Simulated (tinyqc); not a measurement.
Decay of LO phonons and the hot-phonon bottleneck in the cooling of electrons: one step, computed by the program tinyqc.

n(E, T) = 1/(exp(E/(k_B T)) - 1) is the Bose occupation. Electrons have a temperature T_e; the LO modes within their reach share one occupation N; the decay products stay at the lattice temperature.

Task: Spontaneous emission time. Froehlich coupling alpha = (e^2/(4 pi eps_0)) (1/eps_inf - 1/eps_s) k_0/(2 hbar omega), k_0 = sqrt(m* hbar omega/(hbar^2/(2 m_0))); emission time tau_sp = hbar/(2 alpha hbar omega); bottleneck ratio r = (n/N_m) tau/tau_sp.

Inputs (values chosen for the exercise, modelled on silicon carbide):
```
quantity,value,unit
LO energy hbar omega,121,meV
lattice temperature T,250,K
electron mass m*,0.362,m_0
eps_inf,6.4,-
static dielectric constant eps_s,9.93,-
electron density n,4e+18,1/cm^3
"density of LO modes that the electrons reach, N_m",1.1e+19,1/cm^3
```

Decay channel: two unequal phonons (Ridley).

phonon lifetime tau = 3.033251 ps

Constants: e^2/(4 pi eps_0) = 14.39964548 eV angstrom; hbar^2/(2 m_0) = 3.80998212 eV angstrom^2; hbar = 6.582119569e-16 eV s.

Give: alpha; emission time tau_sp; bottleneck ratio r.

Result:

alpha = 0.3544

emission time tau_sp = 7.675 fs

bottleneck ratio r = 143.7

r compares the rate at which electrons exchange quanta with a mode to its decay rate. Exchange outruns decay, so a hot population builds up if the power is high enough.
